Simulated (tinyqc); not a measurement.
Single-oscillator infrared dielectric function of a polar cubic crystal: one step, computed by the program tinyqc.

One ion pair, charges +Z* and -Z*, in a cell of volume Omega = a^3/4. Frequencies omega are given as wavenumbers (1/cm); eps_s is the static dielectric constant.

Question. Surface and particle modes. Without damping, eps(omega) = -x eps_m gives omega^2 = omega_TO^2 (eps_s + x eps_m)/(eps_inf + x eps_m): x = 1 for a flat surface at large wave vector, x = 2 for the dipole mode of a small sphere. The reflectivity R for light from vacuum (not from the medium eps_m) vanishes where eps = 1, omega^2 = omega_TO^2 (eps_s - 1)/(eps_inf - 1).

Inputs (values chosen for the exercise, modelled on lithium fluoride): omega_TO = 310 1/cm; eps_inf = 1.96; eps_m of the surrounding medium = 3.9.

Structure: rock salt. Free carriers: absent.

eps_s = 8.364726

Give: surface mode; sphere mode; zero of R.

Answer.

surface mode = 448.48 1/cm

sphere mode = 398.95 1/cm

zero of R = 858.63 1/cm
